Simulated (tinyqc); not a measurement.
# Biaxially strained (001) channel, valley splitting in an inversion layer: what changes with what

A thin layer grown on a relaxed buffer is stretched in the plane. The two valleys with their long axis along the growth direction (D2) sink against the four in-plane ones (D4); confinement in a triangular well splits them too. Only the lowest subband of each set is kept; one relaxation time, so the weakening of intervalley scattering is left out.

Parameters, values chosen for the exercise; values close to those of silicon on relaxed silicon-germanium: temperature T = 300 K; germanium share of the relaxed buffer x = 0.33; lattice mismatch per unit x b1 = 0.0418; elastic constant c11 = 169 GPa; elastic constant c12 = 62.8 GPa; shear deformation potential Xu = 8.89 eV; longitudinal mass ml = 0.893 m0; transverse mass mt = 0.191 m0; confining field F = 0.84 MV/cm; inversion density Ns = 3.8e12 cm^-2.

Constants: q = 1.602176634e-19 C, kB = 1.380649e-23 J/K, hbar = 1.054571817e-34 J s, m0 = 9.1093837015e-31 kg, Vt = kB T/q, hbar^2/(2 m0) = 0.0380998212 eV nm^2. Results are converted to the units shown.

Each table varies one quantity; the others keep the values above.

## Effect of the confining field

e_par = b1 x, e_perp = -2 (c12/c11) e_par, splitting D = Xu (e_par - e_perp), in-plane stress (c11 + c12 - 2 c12^2/c11) e_par. Levels E(m) = 2.33811 (hbar^2 q^2 F^2/(2 m))^(1/3): E2 = E(ml), E4 = E(mt) + D; N2 = 2 mt kB T/(pi hbar^2), N4 = 4 sqrt(mt ml) kB T/(pi hbar^2). EF solves Ns = N2 ln(1 + exp((EF - E2)/Vt)) + N4 ln(1 + exp((EF - E4)/Vt)); f2 is the share in D2, and 1/mc = f2/mt + (1 - f2)(1/mt + 1/ml)/2. The gain is mc(x = 0)/mc.

The same in every row: D (meV) = 213.77.

Results:
```
F (MV/cm)  f2 without strain       f2  mc (m0)    gain
0.1                  0.35910  0.99932  0.19105  1.3364
0.3                  0.58632  0.99977  0.19102  1.1941
0.5                  0.74688  0.99990  0.19101  1.1104
0.9                  0.91378  0.99997  0.19100  1.0351
1.1                  0.95018  0.99999  0.19100  1.0200
1.3                  0.97096  0.99999  0.19100  1.0115
1.5                  0.98284   1.0000  0.19100  1.0068
```

Estimate the missing row, F = 0.7 MV/cm.

Computed row:
```
F (MV/cm)  f2 without strain       f2  mc (m0)    gain
0.7                  0.85095  0.99995  0.19100  1.0622
```

With this row back in the table: As F goes from 0.1 to 1.5 MV/cm, f2 stays near 1.00 (without strain: it rises from 0.359 to 0.983) and the gain falls from 1.34 to 1.01. Strong confinement already empties D4, so strain has less to move. For F = 0.1 to 0.3 MV/cm the second D2 subband, left out here, lies within 2 Vt of EF or below it.

## Effect of the inversion density

Same model as above.

The same in every row: D (meV) = 213.8.

Results:
```
Ns (cm^-2)  f2 without strain      f2  mc (m0)   gain
2e11                   0.9301   1.000   0.1910  1.028
7.5e11                 0.9260   1.000   0.1910  1.030
1.4e12                 0.9208   1.000   0.1910  1.032
2.8e12                 0.9083   1.000   0.1910  1.037
5.4e12                 0.8805   1.000   0.1910  1.049
1e13                   0.8190  0.9999   0.1910  1.077
2e13                   0.6771  0.9995   0.1910  1.145
```

Estimate the missing row, Ns = 3.9e11 cm^-2.

Computed row:
```
Ns (cm^-2)  f2 without strain     f2  mc (m0)   gain
3.9e11                 0.9287  1.000   0.1910  1.029
```

With this row back in the table: As Ns goes from 2e11 to 2e13 cm^-2, f2 stays near 1.00 (without strain: it falls from 0.930 to 0.677) and the gain rises from 1.03 to 1.15. At Ns = 2e13 cm^-2 the second D2 subband, left out here, lies within 2 Vt of EF or below it.

Computed by the program tinyqc: `OMP_NUM_THREADS=1 python tinyqc.py 2530157 2530158 out.jsonl`, one thread of a shared Intel Xeon 2.30GHz, about 0.02 s for the whole run.
